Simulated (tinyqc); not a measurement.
What moves the results: carrier statistics of a doped semiconductor with parabolic bands. A value that a table varies takes the place of the one given here.

Eg(T) = Eg0 - al T^2/(T + be); m_de = Mv^(2/3) (ml mt^2)^(1/3); m_dh = (mhh^(3/2) + mlh^(3/2))^(2/3); Nc and Nv from N = 2 (m kB T/(4 pi c))^(3/2) with c = hbar^2/2m0, in 1/angstrom^3; times 1e24 for 1/cm^3.

Energies are counted from Ev, so Ec = Eg. n = Nc F_1/2((EF - Eg)/kT), p = Nv F_1/2(-EF/kT), ND+ = ND/(1 + 2 exp((EF - Eg + ED)/kT)), NA- = NA/(1 + 4 exp((EA - EF)/kT)); neutrality asks p + ND+ = n + NA-. F_j(eta) = (1/Gamma(j + 1)) integral_0^infinity x^j dx/(1 + exp(x - eta)), which tends to exp(eta) for eta << 0.

Constants: hbar^2/2m0 = 3.80998211 eV angstrom^2; kB = 8.617333262e-05 eV/K.

Parameters, chosen for this exercise (near those of InP; the results hold for these values, not for the real material):
- Eg0 = 1.421 eV (gap at 0 K)
- al = 0.000375 eV/K (Varshni alpha)
- be = 169 K (Varshni beta)
- ml = 0.0789 m0 (longitudinal electron mass)
- mt = 0.0789 m0 (transverse electron mass)
- Mv = 1 (equivalent valleys)
- mhh = 0.583 m0 (heavy-hole mass)
- mlh = 0.0933 m0 (light-hole mass)
- ND = 1.7e+15 1/cm^3 (donors)
- NA = 2.6e+12 1/cm^3 (acceptors)
- ED = 0.00579 eV (donor level below Ec)
- EA = 0.0497 eV (acceptor level above Ev)
- T = 300 K

## Temperature

Neutrality solved at each temperature; ni = sqrt(Nc Nv) exp(-Eg/2kT).

Carriers (1/cm^3):
```
T (K)  EF (eV)         n         p  majority / |ND - NA|        ni  Eg (eV)
30      1.4116  8.71e+14    <1e-99                 0.513    <1e-99   1.4193
50      1.4024  1.33e+15    <1e-99                 0.785  6.97e-55   1.4167
77      1.3865  1.54e+15  2.77e-73                 0.907  2.07e-29   1.4120
120     1.3563  1.63e+15  3.29e-39                 0.961  2.32e-12   1.4023
200     1.2908  1.67e+15  1.93e-14                 0.985      5.68   1.3803
300     1.1991  1.68e+15    0.0852                 0.992  1.20e+07   1.3490
450     1.0500  1.69e+15  3.80e+07                 0.996  2.53e+11   1.2983
600     0.8922  1.69e+15  1.08e+12                 0.998  4.28e+13   1.2454
800     0.7175  3.25e+15  1.56e+15                  1.92  2.26e+15   1.1733
1000    0.6849  2.72e+16  2.56e+16                  16.0  2.64e+16   1.1002
```

Ionisation is incomplete: the majority density is below 90 % of the net doping at 30 and 50 K, down to a share of 0.51. It is within 10 % of the net doping at 77, 120, 200, 300, 450 and 600 K. At 800 and 1000 K thermal pairs lift it more than 10 % above the net doping; ni has reached 2.64e+16 1/cm^3 at 1000 K against a net doping of 1.70e+15. EF goes from 1.412 eV to 0.685 eV, where midgap is 0.550 eV and the intrinsic level (Boltzmann) 0.682 eV.

## Doping level

Only donors are present (NA = 0); eta is the distance of EF beyond the conduction edge in units of kT.

Neutral state:
```
ND (1/cm^3)  EF (eV)  majority (1/cm^3)  ionised share    eta
1.0e+14       1.1261           1.00e+14          1.000  -8.62
1.0e+15       1.1855           9.96e+14          0.996  -6.32
1.0e+16       1.2442           9.58e+15          0.958  -4.05
1.0e+17       1.2981           7.41e+16          0.741  -1.97
1.0e+18       1.3421           3.43e+17          0.343  -0.27
3.0e+18       1.3610           6.04e+17          0.201   0.46
1.0e+19       1.3814           1.03e+18          0.103   1.25
3.0e+19       1.4004           1.56e+18          0.052   1.99
```

The impurity level lies at 1.3432 eV. The ionised share falls from 1.000 to 0.052 as EF passes through it between 1e+18 and 3e+18 1/cm^3 (share 1/3 there); it is below one half from 1e+18 1/cm^3 on. Over the last two rows the doping grows threefold and the majority density by a factor 1.52. EF comes within 3 kT of the majority band edge from 1e+17 1/cm^3 on. Above roughly 2e+16 1/cm^3 (N^(1/3) a = 0.26, with the radius a = sqrt(c/(m E)) from the ionisation energy E and the mass (ml mt^2)^(1/3)) the levels merge with the band and real ionisation is complete; sharp levels then overstate freeze-out.

## What each input does

Neutrality solved anew for each case. Each row changes one parameter from the base and keeps the others.

Results:
```
case                 EF (eV)  n (1/cm^3)  p (1/cm^3)
base                  1.1991    1.68e+15      0.0852
T = 280 K             1.2181    1.68e+15     0.00127
ND = 3.4e+15 1/cm^3   1.2169    3.35e+15      0.0428
NA = 1.3e+12 1/cm^3   1.1992    1.69e+15      0.0851
Eg0 = 1.471 eV        1.2491    1.68e+15      0.0123
mt = 0.0947 m0        1.1944    1.69e+15       0.102
mhh = 0.6996 m0       1.1991    1.68e+15       0.110
ED = 0.0087 eV        1.1991    1.68e+15      0.0853
```

The largest shifts from the base row, up to three for each result and ties (the steps differ in size, so this ranks the rows, not the parameters). EF (eV): Eg0 +0.0500, T +0.0190, ND +0.0178; unchanged at the printed digits by mhh and ED. n (1/cm^3): ND +1.66e+15, mt +2.11e+12, NA +1.29e+12; unchanged at the printed digits by T, Eg0, mhh and ED. p (1/cm^3): T -0.0839, Eg0 -0.0729, ND -0.0424.

Run: tinyqc, `OMP_NUM_THREADS=1 python tinyqc.py 1680227 1680228 out.jsonl`; Intel(R) Xeon(R) Processor @ 2.30GHz, one thread, shared host; about 0.01 s of CPU time with all checks.
